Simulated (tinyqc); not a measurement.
Two-dimensional electron gas with Rashba and Dresselhaus coupling, step by step. Values are carried at full precision from step to step, so a last printed digit may differ when a step is redone from the rounded ones.

H = c k^2/m + al (ky sx - kx sy) + b1 (kx sx - ky sy) + gam kx ky (kx sy - ky sx), s the Pauli matrices, x = [100], c = hbar^2/2m0, b1 = gam (pi/L)^2 (hard walls). H = c k^2/m + B.s, so E = c k^2/m -/+ |B| and the lower state has its spin along -B.

Constants: hbar^2/2m0 = 3.80998211 eV angstrom^2; hbar = 6.58211957e-16 eV s.

Inputs chosen for the exercise (of the size met in InAs; the results hold for these values, not for the real material):
```
symbol  value   unit           meaning
m       0.0277  m0             mass
al      0.27    eV angstrom    Rashba constant
gam     31.8    eV angstrom^3  bulk Dresselhaus constant
L       203     angstrom       width of the (001) well
n       9.7     1e11/cm^2      sheet density (one subband filled)
phi     135     degrees        angle of k from [100]
```

## Scales

b1; mean Fermi wave vector k0 = sqrt(2 pi n) (1e11/cm^2 = 1e-5/angstrom^2); E0 = c k0^2/m; b3 = gam k0^2/4; kR = al m/(2c) and ER = al kR/2, the shift and depth of a pure Rashba band.

b1 = 0.007616 eV angstrom
k0 = 0.024687 1/angstrom
E0 = 83.829 meV
b3 = 0.004845 eV angstrom
kR = 0.0009815 1/angstrom
ER = 0.1325 meV

The ratio al/(b1 - b3) is 97.44; kR is 4.0 % of k0.

## Spin-orbit field at one point of the Fermi circle

k = k0 (cos phi, sin phi). Form B, the splitting 2|B| and the direction of the lower spin, atan2(-By, -Bx).

Bx, By (meV): 4.7495  4.7495

splitting = 13.4336 meV
direction of the lower spin = -135.0 degrees

## The matrix

H = [[E0, Bx - i By], [Bx + i By, E0]] in meV; diagonalise. Precession period h/(2|B|) = 2 pi hbar/(splitting).

H (meV):
```
                  up            down
up           83.8291  4.7495-4.7495i
down  4.7495+4.7495i         83.8291
```

levels (meV): 77.1123  90.5459

period = 0.308 ps

## The two wave vectors at the energy E0 along this direction

Solve c k^2/m -/+ |B(k)| = E0. The spin turns by (k_outer - k_inner) per length, so a half turn takes pi/(difference).

k (1/angstrom): outer 0.025699, inner 0.023721

difference = 0.001979 1/angstrom
length of a half turn = 158.8 nm

For linear terms alone the difference is (m/c)|B|/k, whatever the energy: every electron along this direction turns alike, the basis of the spin transistor. The cubic term makes it depend on density.

## Checks

- Difference of the Fermi wave vectors without Dresselhaus terms against al m/c: both 0.0019630.

Program tinyqc; command `OMP_NUM_THREADS=1 python tinyqc.py 1481439 1481440 out.jsonl`; about 0.01 s on one thread of a shared Intel(R) Xeon(R) Processor @ 2.30GHz.
